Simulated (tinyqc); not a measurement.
Frequency dispersion of an accumulation capacitance by border traps, distributed model: two steps of the calculation.

Traps spread evenly through the insulator exchange electrons with the semiconductor by tunnelling, with tau(x) = t0 exp(2 ka x) at depth x from the interface. The admittance per area Y seen at depth x obeys dY/dx = -Y^2/(i w eps0 eox) + q Nb ln(1 + i w tau)/tau, with Y(0) = i w Cs and w = 2 pi f; the gate sees Y(tox) = G + i w C. Working variable y = Y/(i w), in uF/cm^2. Cox = eps0 eox/tox.

Parameters, values chosen for the exercise; permittivity close to that of aluminium oxide: relative permittivity of the insulator eox = 8.49; insulator thickness tox = 5.3 nm; semiconductor capacitance in accumulation Cs = 0.71 uF/cm^2; density of border traps Nb = 1.3e20 cm^-3 eV^-1; decay constant of the wave function in the insulator ka = 3.6 1/nm; time constant of a trap at the interface t0 = 8e-10 s; frequency f = 1000 Hz; depth down to which the steps are taken xe = 2.4 nm.

Constants: q = 1.602176634e-19 C, eps0 = 8.8541878128e-14 F/cm where lengths are in cm. Results are converted to the units shown.

Task 1. Scales and lumped estimate. Cox; trap-free value 1/(1/Cox + 1/Cs); response depth d = ln(1/(w t0))/(2 ka), where w tau = 1; lumped estimate: all traps within d act as C_bt = q Nb d placed at d/2, so C = 1/{1/[1/(1/Cs + d/(2 eps0 eox)) + C_bt] + (tox - d/2)/(eps0 eox)}.

Find: Cox; trap-free C; d; C_bt; lumped C.

Result 1.

Cox = 1.418 uF/cm^2
trap-free C = 0.4731 uF/cm^2
d = 1.695 nm
C_bt = 3.529 uF/cm^2
lumped C = 1.203 uF/cm^2

The traps within reach amount to 4.97 Cs and lie in the first 32.0 % of the insulator.

Task 2. Midpoint steps through the active depth. In terms of y: dy/dx = -y^2/(eps0 eox) + s(x), s = q Nb ln(1 + z)/z, z = i w tau. 11 midpoint steps of h = xe/11: y_half = y + (h/2) y'(x, y), y(new) = y + h y'(x + h/2, y_half).

Wanted: x; s; y.

Result 2.

| point | x (nm) | s (uF/(cm^2 nm)) | y (uF/cm^2) |
|---|---|---|---|
| 0 | 0 | 2.0828+0.0000i | 0.7100+0.0000i |
| 1 | 0.21818 | 2.0828+0.0000i | 1.1393+0.0000i |
| 2 | 0.43636 | 2.0828-0.0001i | 1.5411+0.0000i |
| 3 | 0.65455 | 2.0828-0.0006i | 1.9082-0.0001i |
| 4 | 0.87273 | 2.0828-0.0028i | 2.2368-0.0003i |
| 5 | 1.0909 | 2.0827-0.0135i | 2.5252-0.0016i |
| 6 | 1.3091 | 2.0801-0.0648i | 2.7742-0.0076i |
| 7 | 1.5273 | 2.0236-0.2990i | 2.9835-0.0360i |
| 8 | 1.7455 | 1.3927-0.8124i | 3.1112-0.1485i |
| 9 | 1.9636 | 0.4284-0.5845i | 3.0112-0.2802i |
| 10 | 2.1818 | 0.0961-0.2189i | 2.8103-0.3073i |
| 11 | 2.4000 | 0.0203-0.0659i | 2.6099-0.2858i |

tinyqc, about 0.5 s, one thread, Intel Xeon 2.30GHz (shared host): `OMP_NUM_THREADS=1 python tinyqc.py 2202034 2202035 out.jsonl`
